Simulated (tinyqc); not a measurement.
Inside a calculation. Model: carrier lifetime of a p-type layer with SRH, radiative, Auger and surface recombination.

tinyqc, about 0.01 s, one thread, Intel Xeon 2.30GHz (shared host): `OMP_NUM_THREADS=1 python tinyqc.py 2300128 2300129 out.jsonl` Printed values are rounded.

Uniform excess density dn = dp (no trapping), n = n0 + dn, p = p0 + dn, Boltzmann statistics, full ionisation. Surfaces enter as a rate 2 S dn/d, which holds while diffusion to them is fast.

Inputs (values chosen for the exercise); band and dielectric values close to those of silicon:

| symbol | value | unit | meaning |
|---|---|---|---|
| T | 300 | K | temperature |
| Eg | 1.13 | eV | band gap |
| Nc | 2.75e19 | cm^-3 | conduction-band density of states at T |
| Nv | 2.68e19 | cm^-3 | valence-band density of states at T |
| B | 4.66e-15 | cm^3/s | radiative coefficient |
| N | 1e17 | cm^-3 | acceptor density |
| Cn | 1.7e-31 | cm^6/s | Auger coefficient (two electrons) |
| Cp | 2.6e-31 | cm^6/s | Auger coefficient (two holes) |
| Nt | 1.6e12 | cm^-3 | trap density |
| sn | 6e-15 | cm^2 | capture cross-section for electrons |
| sp | 2e-16 | cm^2 | capture cross-section for holes |
| vth | 1.6e7 | cm/s | thermal velocity (both carriers) |
| Et | 0.5 | eV | trap level below the conduction band |
| S | 1000 | cm/s | surface recombination velocity (both faces) |
| d | 400 | um | sample thickness |
| G | 4.2e21 | cm^-3 s^-1 | generation rate |

Constants: q = 1.602176634e-19 C, kB = 1.380649e-23 J/K, Vt = kB T/q. Results are converted to the units shown.

Range of the model: S d exceeds 2.5 cm^2/s, comparable with a diffusion coefficient, so 2 S/d overstates the surface loss.

## Equilibrium densities and SRH constants

ni = sqrt(Nc Nv) exp(-Eg/(2 Vt)), Eg in volts; majority density N/2 + sqrt(N^2/4 + ni^2), n0 p0 = ni^2; n1 = Nc exp(-Et/Vt), p1 = Nv exp((Et - Eg)/Vt); tn0 = 1/(sn vth Nt), tp0 = 1/(sp vth Nt).

ni = 8.75289e9 cm^-3
n0 = 766.131 cm^-3
p0 = 1e17 cm^-3
n1 = 1.09573e11 cm^-3
p1 = 6.99199e8 cm^-3
tn0 = 6.51042e-6 s
tp0 = 1.95313e-4 s

## Starting value

dn = 2e17 cm^-3.

dn at the start = 2e17 cm^-3

## Iteration 1: new dn

With e = n p - ni^2 = dn (n0 + p0 + dn): U_SRH = e/(tp0 (n + n1) + tn0 (p + p1)), U_rad = B e, U_Aug = (Cn n + Cp p) e, U_s = 2 S dn/d. Substitution: tau = dn/U with U the sum, dn(new) = G tau.

U_SRH = 1.46286e21 cm^-3 s^-1
U_rad = 2.796e20 cm^-3 s^-1
U_Aug = 6.72e21 cm^-3 s^-1
U_s = 1e22 cm^-3 s^-1
tau = 1.08328e-5 s
dn after iteration 1 = 4.54977e16 cm^-3

## Iteration 2: new dn

As before.

U_SRH = 6.73187e20 cm^-3 s^-1
U_rad = 3.08484e19 cm^-3 s^-1
U_Aug = 3.01626e20 cm^-3 s^-1
U_s = 2.27489e21 cm^-3 s^-1
tau = 1.38689e-5 s
dn after iteration 2 = 5.82496e16 cm^-3

## Iteration 3: new dn

As before.

U_SRH = 7.42956e20 cm^-3 s^-1
U_rad = 4.29557e19 cm^-3 s^-1
U_Aug = 4.70553e20 cm^-3 s^-1
U_s = 2.91248e21 cm^-3 s^-1
tau = 1.39723e-5 s
dn after iteration 3 = 5.86835e16 cm^-3

## Course of the iteration

Stop when the step is below 1e-10 of the value, or after 40 iterations.

Course of the iteration:
```
iteration  dn before the step (cm^-3)  step (cm^-3)
1                                2e17      -1.55e17
2                          4.54977e16       1.28e16
3                          5.82496e16       4.34e14
4                          5.86835e16       7.28e11
5                          5.86842e16        5.83e8
6                          5.86842e16        4.65e5
```

Converged in 6 iterations. At the solution d ln U/d ln dn = 1.00, so the logarithmic slope of the map is 1 - 1.00 = 0.00; its size is below 1, so substitution contracts.

## Lifetime, shares and quasi-Fermi splitting

converged dn = 5.86842e16 cm^-3

With e = n p - ni^2 = dn (n0 + p0 + dn): U_SRH = e/(tp0 (n + n1) + tn0 (p + p1)), U_rad = B e, U_Aug = (Cn n + Cp p) e, U_s = 2 S dn/d. tau = dn/U, shares of U, splitting Vt ln(n p/ni^2), radiative efficiency U_rad/U.

tau = 1.39724e-5 s
shares (%): SRH 17.7449, radiative 1.0332, Auger 11.3597, surface 69.8622
quasi-Fermi splitting = 0.838415 V

Surface recombination takes the largest share. dn is 0.59 times the doping: intermediate injection.
